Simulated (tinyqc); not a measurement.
Worked calculation: effective-mass impurity with a central-cell term, in a basis of Slater functions. Computed by tinyqc, a small Python program that keeps every step. Command: `OMP_NUM_THREADS=1 python tinyqc.py 3008180 3008181 out.jsonl centralcell walk`. One thread of a shared host (Intel(R) Xeon(R) Processor @ 2.30GHz), about 0.01 s of CPU time with the checks. Intermediate numbers are printed to about 6 digits and carried at full precision; extremes and crossings named in words are read from the listed rows.

The envelope obeys H = -nabla^2 - (2/r) [Z + A exp(-kappa r)] in effective units, with kappa = a*/lambda; positive A deepens the well near the core.

Inputs (values chosen for the exercise, with screening close to that of diamond):
```
quantity                   value      unit
effective mass m           0.353       m_0
dielectric constant eps     5.59         -
charge Z of the core           1         -
central-cell strength A     -2.4         -
central-cell range lambda   0.73  angstrom
basis size n                   3         -
smallest exponent zeta_1    0.47      1/a*
ratio beta of exponents        3         -
```

Impurity: acceptor, one isotropic band.

Constants: Ry = 13.605693123 eV; a_0 = 0.529177210903 angstrom.

## Effective units

Units: Ry* = Ry m/eps^2 and a* = a_0 eps/m, with m in m_0. kappa = a*/lambda; the hydrogenic ground state is bound by Z^2 Ry*.

Ry* = 153.699 meV

a* = 8.37989 angstrom

kappa = 11.4793 1/a*

hydrogenic binding energy = 153.699 meV

## Matrices over the s basis

zeta_i = zeta_1 beta^(i-1), i = 1..n. For s functions exp(-zeta r), with s = zeta_i + zeta_j: S = 2/s^3, T = zeta_i zeta_j S, V = -2 Z/s^2, W = -2 A/(s + kappa)^2; each function is normalised by dividing by sqrt(S_ii S_jj).

exponents (1/a*): 0.47  1.41  4.23

overlap S:
```
         1        2        3
1  1.00000  0.64952  0.21600
2  0.64952  1.00000  0.64952
3  0.21600  0.64952  1.00000
```

kinetic T (Ry*):
```
          1         2         3
1    0.2209  0.430436  0.429430
2  0.430436    1.9881   3.87393
3  0.429430   3.87393   17.8929
```

Coulomb V (Ry*):
```
          1         2         3
1     -0.94  -1.22110   -1.0152
2  -1.22110     -2.82  -3.66329
3   -1.0152  -3.66329     -8.46
```

central cell W (Ry*):
```
           1          2         3
1  0.0129241  0.0580376  0.205608
2  0.0580376   0.263226  0.954264
3   0.205608   0.954264   3.65513
```

## Generalised eigenproblem

(T + V + W) c = E S c with c^T S c = 1 and the largest component positive.

two lowest levels (Ry*): -0.886070  0.014303

coefficients of the lowest state: 0.488975  0.649120  -0.074240

<T> = 0.857825 Ry*

<W> = 0.0640893 Ry*

## Converged levels

Large basis: zeta_i = 0.06 x 1.6^(i-1), i = 1..22, same formulas; for p functions r exp(-zeta r): S = 24/s^5, T = zeta_i zeta_j S (centrifugal term included), V = -12 Z/s^4, W = -12 A/(s + kappa)^4; overlap eigenvalues below 1e-11 are dropped. Binding energies are -E Ry*; the effective quantum number is nu = Z/sqrt(-E); |psi(0)|^2 is given relative to the hydrogenic Z^3/(pi a*^3).

1s binding energy = 141.430 meV

2s binding energy = 36.8501 meV

2p binding energy = 38.4167 meV

effective quantum number of 1s = 1.04247

relative |psi(0)|^2 = 0.380398

The central cell moves 1s by -12.269 meV, 2s by -1.575 meV and 2p by -0.0081 meV: p states vanish at the core, so the 2p level gives the hydrogenic scale and 1s the chemical shift. The small basis lies 5.2 meV above the converged 1s level.

## Chemical shift by three methods

First order: shift = 8 A Z^3/(2 Z + kappa)^2 Ry*. One exponent: minimise zeta^2 - 2 Z zeta - 8 A zeta^3/(2 zeta + kappa)^2 by golden section on 0.2 to 6 Z. All shifts are the binding beyond Z^2 Ry*.

Shift of the 1s binding energy (meV):
```
A      first order  one exponent  large basis
2.40       16.2420       20.3422      23.9251
1.20        8.1210        9.0079       9.6868
-0.24      -1.6242       -1.5935      -1.5732
-0.60      -4.0605       -3.8751      -3.7560
-1.20      -8.1210       -7.4173      -6.9881
-2.40     -16.2420      -13.6846     -12.2691
-3.00     -20.3024      -16.4797     -14.4570
```

The three columns are ordered, first order <= one exponent <= large basis, since each is a variational bound with more freedom. At the largest attractive A first order gives 68 % and one exponent 85 % of the shift; at the most repulsive A the true shift is -14.457 meV against -20.302. Attraction pulls the envelope in and feeds itself, repulsion pushes it out and saturates.

## Convergence with the basis

The error is the lowest level above the large-basis value.

Error of the 1s level:
```
n  error (meV)  largest exponent (1/a*)
1      32.8914              4.70000e-01
2      12.6390              1.41000e+00
3       5.2418              4.23000e+00
4       5.0080              1.26900e+01
5       4.9117              3.80700e+01
6       4.8869              1.14210e+02
7       4.8807              3.42630e+02
8       4.8791              1.02789e+03
```

The error falls from 32.9 to 4.88 meV. The last function changes it by less than 5 %: it has levelled off, and what remains is set by beta and zeta_1, not by the range of exponents.

Checks made by the program: the large basis at A = 0 against Z^2, Z^2/4 and Z^2/4 (relative difference 5e-06).
